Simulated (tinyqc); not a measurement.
## Zero-field barrier from two thresholds

Inverse problem. The photoemission threshold over an interface barrier is Phi = P0 - sqrt(q F/(4 pi eps0 ei)). Find P0 and ei.

Constants: q = 1.602176634e-19 C, eps0 = 8.8541878128e-14 F/cm where lengths are in cm. Results are converted to the units shown.

thresholds at F = 0.6 and 3.4 MV/cm (eV): 2.9908252  2.7710882

Solution. Phi is linear in sqrt(F): the intercept is P0 and the slope gives ei.

P0 = 3.15 eV
ei = 3.41

Numbers from tinyqc (`OMP_NUM_THREADS=1 python tinyqc.py 2410116 2410117 out.jsonl`; about 0.01 s on one thread of a shared Intel Xeon 2.30GHz).
